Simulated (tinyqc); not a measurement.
Inside a calculation. Method: one-electron ion in a basis of Gaussians. One step of it, computed by the program tinyqc.

Task: Matrices over normalised Gaussians. With p = a_i + a_j and I(k) = Gamma((k+1)/2) / (2 p^((k+1)/2)): S = I(2l+2), T = (2l+3) a_i a_j S / p, V = -Z I(2l+1), each divided by sqrt(S_ii S_jj).

exponents of r^l exp(-a r^2) (1/bohr^2): 0.152000  0.230700  0.350200  0.531700

Z = 4

l = 1

Give: S; T; V.

Result:

S, lower triangle:
```
        1       2       3       4
1  1.0000
2  0.9474  1.0000
3  0.8093  0.9474  1.0000
4  0.6307  0.8091  0.9473  1.0000
```

T (hartree), lower triangle:
```
        1       2       3       4
1  0.3800
2  0.4341  0.5767
3  0.4289  0.6588  0.8755
4  0.3727  0.6509  1.0001  1.3293
```

V (hartree), lower triangle:
```
         1        2        3        4
1  -1.6591
2  -1.7636  -2.0439
3  -1.7256  -2.1727  -2.5182
4  -1.5691  -2.1258  -2.6769  -3.1029
```
